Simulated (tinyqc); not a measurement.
Phonon transmission through an interface between two chains by Green functions. Inputs raised by 10 %, one at a time. Computed by tinyqc, a small Python program. Command: `OMP_NUM_THREADS=1 python tinyqc.py 3020962 3020963 out.jsonl agf sens`. One thread of a shared host (Intel(R) Xeon(R) Processor @ 2.30GHz), about 0.03 s of CPU time with the checks.

Two semi-infinite chains (masses m_1, m_2; springs k_1, k_2), motion along the chain. The central region holds the end atom of each chain, joined by springs k_b. lambda = omega^2 in eV/(angstrom^2 u); nu = 15.6333042 THz x sqrt(lambda).

Inputs (values chosen for the exercise, for two model chains):

| quantity | value | unit |
|---|---|---|
| mass m_1 | 46.7 | u |
| spring k_1 | 2.4 | eV/angstrom^2 |
| mass m_2 | 183 | u |
| spring k_2 | 1.93 | eV/angstrom^2 |
| junction spring k_b | 0.79 | eV/angstrom^2 |
| probe frequency / lower band top | 0.45 | - |
| temperature T | 50 | K |

Atoms in the interlayer: none.

Constants: nu for 1 eV/(angstrom^2 u) = 15.6333042 THz; h x 1 THz = 4.135667696 meV; k_B = 8.617333262e-05 eV/K; k_B = 1.380649e-23 J/K; h = 6.62607015e-34 J s.

Method:
- nu_max = 15.6333042 THz x 2 sqrt(k/m); impedance Z = sqrt(k m); long-wave transmission 4 Z_1 Z_2/(Z_1 + Z_2)^2; the probe frequency is the given share of the lower band top.
- In chain i, sin(q_i a/2) = nu/nu_max,i. An outgoing wave makes the next atom move as exp(i q_i a) times the end atom, so the lead adds the self-energy Sigma_i = -k_i exp(i q_i a) to the force-constant matrix; Gamma_i = -2 Im Sigma_i = 2 k_i sin(q_i a).
- A = lambda M - K - Sigma over the central atoms, with K_ii the sum of the springs at i, K_(i,i+1) = -k_b; G = inverse of A; transmission = Gamma_1 Gamma_2 |G_(first,last)|^2.
- Landauer conductance G = k_B int tau(nu) x^2 e^x/(e^x - 1)^2 d nu, x = h nu/(k_B T), from 0 to the lower band top (240 Gauss-Legendre points in s from 0 to 1, nu = nu_top sin(pi s/2)); tau is the transmission, and its thermal mean is G over the value for tau = 1 in the same window; the quantum is g_0 = pi^2 k_B^2 T/(3 h).

Runs:

| input moved | from | to | conductance G (pW/K) | thermal mean of the transmission | long-wave transmission | transmission |
|---|---|---|---|---|---|---|
| base run | - | - | 23.433 | 0.66466 | 0.92198 | 0.70185 |
| mass m_1 (u) | 46.7 | 51.37 | 23.508 | 0.66679 | 0.93384 | 0.70247 |
| spring k_1 (eV/angstrom^2) | 2.4 | 2.64 | 23.329 | 0.66171 | 0.93384 | 0.69486 |
| mass m_2 (u) | 183 | 201.3 | 22.513 | 0.65757 | 0.90931 | 0.70011 |
| spring k_2 (eV/angstrom^2) | 1.93 | 2.123 | 23.121 | 0.63770 | 0.90931 | 0.66156 |
| junction spring k_b (eV/angstrom^2) | 0.79 | 0.869 | 24.615 | 0.69820 | 0.92198 | 0.74519 |
| temperature T (K) | 50 | 55 | 23.983 | 0.65662 | 0.92198 | 0.70185 |

Exponents ln(y'/y) / ln(x'/x):

| input | conductance G | thermal mean of the transmission | long-wave transmission | transmission |
|---|---|---|---|---|
| mass m_1 | 0.034 | 0.034 | 0.134 | 0.009 |
| spring k_1 | -0.047 | -0.047 | 0.134 | -0.105 |
| mass m_2 | -0.420 | -0.112 | -0.145 | -0.026 |
| spring k_2 | -0.141 | -0.434 | -0.145 | -0.620 |
| junction spring k_b | 0.516 | 0.516 | 0.000 | 0.629 |
| temperature T | 0.243 | -0.128 | 0.000 | 0.000 |

Among the inputs moved here: conductance G answers most in size to junction spring k_b (exponent +0.516), next to mass m_2 (-0.420). Thermal mean of the transmission answers most in size to junction spring k_b (exponent +0.516), next to spring k_2 (-0.434). Long-wave transmission answers most in size to spring k_2 (exponent -0.145), and about equally to mass m_2 (-0.145); its exponent is below 0.0005 for junction spring k_b, temperature T. Its exponent 0.000 in junction spring k_b: long waves do not see the junction. Transmission answers most in size to junction spring k_b (exponent +0.629), and about equally to spring k_2 (-0.620); its exponent is below 0.0005 for temperature T.
